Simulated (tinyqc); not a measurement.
Tail absorption against field: Franz-Keldysh effect at a direct gap.

Parabolic bands, vertical transitions, no excitons. For each hole band j: mr = me mj/(me + mj); joint density of states J_j(E) = (mr/c)^(3/2) sqrt(E - Eg)/(2 pi^2), both spins, c = hbar^2/2m0; averaged matrix element |e.p|^2 = m0 Ep/6; alpha_j(E) = 4 pi^2 alpha_f c Ep J_j/(3 nr E) in 1/angstrom (alpha_f the fine-structure constant, listed as alpha among the constants), times 1e8 for 1/cm.

In a field Fd (1 kV/cm = 1e-5 V/angstrom) the electro-optic energy of band j is th = (c (e Fd)^2/mr)^(1/3), and sqrt(E - Eg) in J_j is replaced by pi sqrt(th) [Ai'(b)^2 - b Ai(b)^2] with b = (Eg - E)/th; Ai is the Airy function.

Constants: hbar^2/2m0 = 3.80998211 eV angstrom^2; fine-structure constant alpha = 0.007297352564.

Inputs chosen for the exercise (near those of InP; the results hold for these values, not for the real material):
- Eg = 1.359 eV (direct gap)
- me = 0.0797 m0 (electron mass)
- mhh = 0.587 m0 (heavy-hole mass)
- mlh = 0.0908 m0 (light-hole mass)
- Ep = 21.4 eV (Kane energy)
- nr = 3.43 (refractive index)
- det = 25 meV (detuning below the gap)

At E = Eg - det; the field takes the values listed. The last column is the length for 10 dB of loss.

Results:
```
Fd (kV/cm)  th heavy (meV)  b heavy  alpha (1/cm)  length (micrometre)
10                    8.16    3.064         0.217             1.06e+05
20                   12.95    1.930          8.38             2.75e+03
40                   20.56    1.216          71.0                  324
60                   26.94    0.928           164                  141
100                  37.87    0.660           358                 64.4
150                  49.62    0.504           574                 40.1
250                  69.75    0.358           920                 25.0
400                  95.42    0.262      1.30e+03                 17.7
```

alpha grows by 2.9 decades from 10 to 60 kV/cm and by a factor 1.42 over the last step, where the field grows by 1.6: the exponent (4/3) b^(3/2) goes as 1/Fd, so the gain is steep only while b > 1 (deep in the tail the light-hole pair, with its smaller b, carries most of it), that is up to 40 kV/cm of those listed. Values below about 10 1/cm lie under the Urbach and exciton tails of a real crystal, left out here.

Run: tinyqc, `OMP_NUM_THREADS=1 python tinyqc.py 1680347 1680348 out.jsonl`; Intel(R) Xeon(R) Processor @ 2.30GHz, one thread, shared host; about 0.01 s of CPU time with all checks.
